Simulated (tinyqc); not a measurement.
Nanosheet or nanowire with hard walls, valleys of the Ge type: one step. Valley masses for a [100] channel.

Four ellipsoidal valleys along <111>: inverse mass tensor w = 1/mt + (1/ml - 1/mt) a a^T with a the unit axis. Device axes: x along the channel, z = [001], y = z x x. The Gamma and Delta valleys are left out; the heavy Delta valleys, about 0.18 eV up, lie lowest once the L levels pass about 0.2 eV.

Values chosen for the exercise (out of a larger set: near those of Ge; not measured data):
```
symbol   value  unit  meaning
ml       1.581  m0    longitudinal mass
mt       0.081  m0    transverse mass
channel  100          transport direction x on a (001) wafer
```

Task: Rotate w into the device axes and group equal valleys (|w_yz| counts); order by w_zz, then w_yy. 1/m_x = w_xx - w_xc w_c^-1 w_cx with c the block (y, z).

Give: Valleys.

Result:

Valleys:
```
group  valleys g    w_yy    w_zz  |w_yz|  m_x (m0)
A              4  8.4413  8.4413  3.9044    0.5810
```

The lightest transport mass, 0.581 m0, belongs to group A.

Program tinyqc; command `OMP_NUM_THREADS=1 python tinyqc.py 1250271 1250272 out.jsonl`; about 0.1 s on one thread of a shared Intel(R) Xeon(R) Processor @ 2.30GHz.
